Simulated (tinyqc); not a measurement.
# Small-signal admittance of a forward-biased p+-n diode: effects of single changes

Holes injected into a neutral base of width wb with an ohmic contact at its end; low injection, p0 far above the equilibrium density. A small voltage v exp(i w t), w = 2 pi f, modulates the edge density by p0 v/Vt, and the small-signal density obeys Dp d2p/dx2 = (1/tau + i w) p.

Inputs (values chosen for the exercise); permittivity close to that of silicon: temperature T = 350 K; relative permittivity eps_r = 11.7; donor density of the base Nd = 1.5e16 cm^-3; hole diffusion coefficient Dp = 8.5 cm^2/s; hole lifetime tau = 3e-8 s; width of the neutral base wb = 0.66 um; excess hole density at the junction edge p0 = 6.2e12 cm^-3; acceptor density of the p+ side Na = 5e19 cm^-3; series resistance Rs = 0.0011 ohm cm^2; signal frequency f = 3.1e7 Hz.

Constants: q = 1.602176634e-19 C, kB = 1.380649e-23 J/K, Vt = kB T/q, eps0 = 8.8541878128e-14 F/cm where lengths are in cm. Results are converted to the units shown.

Each table varies one quantity; the others keep the values above.

## Admittance against frequency

L = sqrt(Dp tau); direct current J = (q Dp p0/L) coth(wb/L); k = sqrt(1 + i w tau)/L; diffusion admittance Y = (q Dp p0/Vt) k coth(k wb) = G + i w C_diff; junction capacitance C_j = sqrt(q eps0 eps_r Nd/(2 Vr)) in the depletion approximation, with the remaining barrier Vr = Vt ln(Na/p0), a rough value under forward bias; base-width modulation is left out. Measured admittance 1/[Rs + 1/(Y + i w C_j)].

The same in every row: C_j (uF/cm^2) = 0.05094.

Results:
```
f (Hz)    w tau  G (S/cm^2)  C_diff (uF/cm^2)  measured G (S/cm^2)  measured C (uF/cm^2)  phase of the measured Y (degrees)
2e6      0.3770       4.266          7.229e-4                4.246               0.05119                              8.613
9e6       1.696       4.266          7.229e-4                4.255               0.05118                              34.22
4e7       7.540       4.267          7.229e-4                4.430               0.05117                              70.99
1e8       18.85       4.276          7.225e-4                5.397               0.05112                              80.46
6e8       113.1       4.604          7.065e-4                43.88               0.04891                              76.62
3e9       565.5       9.040          5.016e-4                483.6               0.02384                              42.90
1e10       1885       17.03          2.706e-4                840.8              0.003775                              15.75
2e11    3.770e4       76.11          6.057e-5                908.9              1.026e-5                             0.8126
```

Estimate the missing row, f = 4e10 Hz.

Computed row:
```
f (Hz)  w tau  G (S/cm^2)  C_diff (uF/cm^2)  measured G (S/cm^2)  measured C (uF/cm^2)  phase of the measured Y (degrees)
4e10     7540       34.04          1.354e-4                904.4              2.548e-4                              4.050
```

With this row back in the table: G starts at J/Vt = 4.27 S/cm^2 and C_diff at (J tau/(2 Vt))(1 - 2 x/sinh 2x) = 7.23e-4 uF/cm^2, x = wb/L = 0.131. Between the last two rows G goes as f^(0.50) and C_diff as f^(-0.50); the limits are 1/2 and -1/2, reached when the signal penetrates only sqrt(Dp/w). The measured C is 0.93 % below C_diff + C_j in the first row and 100 % below it in the last, the difference being due to Rs.

## Effect of the excess hole density at the junction edge

Same model as above.

The same in every row: w tau = 5.843.

Effect of the excess hole density at the junction edge:
columns A: p0 (cm^-3); B: G (S/cm^2); C: C_diff (uF/cm^2); D: C_j (uF/cm^2); E: measured G (S/cm^2); F: measured C (uF/cm^2); G: phase of the measured Y (degrees)
```
A            B         C        D        E        F       G
2e9   0.001376  2.332e-7  0.04152  0.07331  0.04152   89.48
2e10   0.01376  2.332e-6  0.04367  0.09336  0.04367   89.37
2e11    0.1376  2.332e-5  0.04620   0.2267  0.04620   88.56
2e12     1.376  2.332e-4  0.04922    1.476  0.04930   81.26
2e13     13.76  0.002332  0.05293    13.68  0.05362   37.36
2e14     137.6   0.02332  0.05762    119.7  0.06104   5.672
2e15      1376    0.2332  0.06384    547.7  0.04697  0.9569
```

What does the table show?

As p0 goes from 2e9 to 2e15, G rises from 0.00138 to 1380 S/cm^2, C_diff rises from 2.33e-7 to 0.233 uF/cm^2 and the measured C goes from 0.0415 through a maximum of 0.0610 (at p0 = 2e14 among the rows listed) to 0.0470 uF/cm^2. C_diff exceeds C_j for p0 = 2e15. At low w the measured C is (C_diff + C_j)/(1 + G Rs)^2, which falls once G Rs nears 1.

Computed by the program tinyqc: `OMP_NUM_THREADS=1 python tinyqc.py 2890216 2890217 out.jsonl`, one thread of a shared Intel Xeon 2.30GHz, about 0.01 s for the whole run.
